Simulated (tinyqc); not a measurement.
Inversion-layer mobility, back-scattering and ballistic limit of a field-effect transistor: one step, computed by the program tinyqc. Command: `OMP_NUM_THREADS=1 python tinyqc.py 3026420 3026421 out.jsonl mos walk`. One thread of a shared host (Intel(R) Xeon(R) Processor @ 2.30GHz), about 0.01 s of CPU time with the checks.

The charge at the top of the source barrier is fixed by the gate; series resistance and short-channel effects are left out. F_j are Fermi integrals normalised to exp(eta) in the classical limit.

Question. Ballistic limit. F_j(eta) = (1/Gamma(j + 1)) int_0^infinity x^j/(1 + exp(x - eta)) dx, F_0 = ln(1 + exp(eta)). Integrals over x = E/(k_B T) use 160 Gauss-Legendre points in u = sqrt(x) from 0 to sqrt(max(eta, 0) + 32). Ballistic channel: N_2D = g_v m k_B T/(pi hbar^2), U = e V_D/(k_B T); eta_F solves N_inv = (N_2D/2)[F_0(eta_F) + F_0(eta_F - U)]; v_T = sqrt(2 k_B T/(pi m)); I/W = e (N_2D/2) v_T [F_1/2(eta_F) - F_1/2(eta_F - U)]; injection velocity v_T F_1/2(eta_F)/F_0(eta_F).

Inputs (values chosen for the exercise, modelled on a silicon n-channel):
```
quantity               value  unit
transport mass m        0.19   m_0
valley degeneracy g_v      2     -
drain voltage V_D       0.05     V
temperature T            200     K
```

Statistics at the top of the barrier: Fermi-Dirac.

inversion density N_inv = 6.825041e+12 1/cm^2

Constants: m_0 = 9.1093837015e-31 kg; k_B = 1.380649e-23 J/K; hbar = 1.054571817e-34 J s; k_B = 8.617333262e-05 eV/K; e = 1.602176634e-19 C.

Give: N_2D; eta_F; thermal velocity v_T; injection velocity; ballistic current I/W.

Answer.

N_2D = 2.736e+12 1/cm^2

eta_F = 3.757

thermal velocity v_T = 1.008 1e7 cm/s

injection velocity = 1.597 1e7 cm/s

ballistic current I/W = 1006 microampere/micrometre

Degeneracy raises the injection velocity by a factor 1.58.
